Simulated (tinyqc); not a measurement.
Thermionic-field emission through a Schottky barrier, WKB: two steps of the calculation.

Metal on an n-type semiconductor with one parabolic valley; V > 0 is forward bias (metal positive). Energies E are counted from the conduction edge of the neutral semiconductor, whose Fermi level lies at -xi; that of the metal lies at -xi - V. The barrier is a parabola of height Vd = phi - xi - V (depletion approximation, no image force).

Parameters, values chosen for the exercise; band and dielectric values close to those of gallium nitride:
```
symbol  value   unit                             meaning
T         400      K                         temperature
me      0.197     m0                       electron mass
eps_r    9.43                      relative permittivity
phi      0.35     eV  barrier height seen from the metal
Nd       8e17  cm^-3                       donor density
V       0.087      V                                bias
nE         11                  points of the energy grid
Eb       0.42     eV        upper end of the energy grid
```

Constants: q = 1.602176634e-19 C, kB = 1.380649e-23 J/K, hbar = 1.054571817e-34 J s, h = 6.62607015e-34 J s, m0 = 9.1093837015e-31 kg, Vt = kB T/q, eps0 = 8.8541878128e-14 F/cm where lengths are in cm. Results are converted to the units shown.

Problem 1. Fermi level, barrier and E00. Nc = 2 (2 pi me m0 kB T/h^2)^1.5 (times 1e-6 for cm^-3); Nd = Nc F12(-xi/Vt), F12(x) = (2/sqrt(pi)) int_0^infinity sqrt(u)/(1 + exp(u - x)) du; E00 = (hbar/2) sqrt(Nd/(me m0 eps0 eps_r)) in SI units (volts). W = sqrt(2 eps0 eps_r Vd/(q Nd)).

Wanted: Nc; xi; Vd; W; E00; E00/Vt.

Solution 1.

Nc = 3.378e18 cm^-3
xi = 0.04678 eV
Vd = 0.2162 V
W = 16.78 nm
E00 = 12.18 meV
E00/Vt = 0.3535

By a common rule of thumb, E00/Vt below 0.5 marks thermionic emission, 0.5 to 5 thermionic-field emission and above 5 field emission. By that rule alone: thermionic emission; with a high barrier, tunnelling near its top can carry most of the current even below 0.5.

Problem 2. Current density on a coarse grid. For E < Vd, ln T(E) = -(Vd/E00) [sqrt(1 - y) - y ln((1 + sqrt(1 - y))/sqrt(y))], y = E/Vd; T(E) = 1 above. J = A* T (q/kB) int_0^infinity T(E) N(E) dE, N = ln[(1 + exp((-xi - E)/Vt))/(1 + exp((-xi - V - E)/Vt))], A* = 4 pi q me m0 kB^2/h^3 (times 1e-4 for A/(cm^2 K^2)). Simpson's rule on nE equally spaced points from 0 to Eb.

xi = 0.046775631 eV
Vd = 0.21622437 V
E00 = 12.183816 meV

Find: E; T(E); N; T(E) N; J.

Solution 2.

```
point  E (eV)      T(E)         N    T(E) N
0      0.0000  1.962e-8    0.2086  4.093e-9
1      0.0420  1.850e-5   0.06728  1.245e-6
2      0.0840  0.001313   0.02045  2.686e-5
3      0.1260   0.02966  0.006099  1.809e-4
4      0.1680    0.2704  0.001808  4.889e-4
5      0.2100    0.9435  5.350e-4  5.048e-4
6      0.2520     1.000  1.582e-4  1.582e-4
7      0.2940     1.000  4.679e-5  4.679e-5
8      0.3360     1.000  1.383e-5  1.383e-5
9      0.3780     1.000  4.091e-6  4.091e-6
10     0.4200     1.000  1.210e-6  1.210e-6
```

J = 6659 A/cm^2

The integrand peaks at E = 0.210 eV among these points, 0.97 of the barrier height.

Range of the model: The depletion approximation, a parabolic band and the neglect of image-force lowering make these currents estimates at high doping.

tinyqc, about 0.02 s, one thread, Intel Xeon 2.30GHz (shared host): `OMP_NUM_THREADS=1 python tinyqc.py 2640105 2640106 out.jsonl`
